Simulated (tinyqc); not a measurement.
Area and perimeter leakage from two diodes.

Question. A square diode and a finger diode leak I = JA area + JP perimeter. Find JA, JP and the side of the square at which both parts are equal.

areas (um^2): 10000  26000
perimeters (um): 400  10660
leakage currents (pA): 0.688  10.639200

Solution. Two linear equations give JA and JP; for a square of side a, JA a^2 = 4 JP a at a = 4 JP/JA.

JA = 3.200e-9 A/cm^2
JP = 9.200e-12 A/cm
side for equal parts = 115.0 um

Program tinyqc, `OMP_NUM_THREADS=1 python tinyqc.py 2290145 2290146 out.jsonl`; Intel Xeon 2.30GHz, shared host, one thread, about 0.01 s.
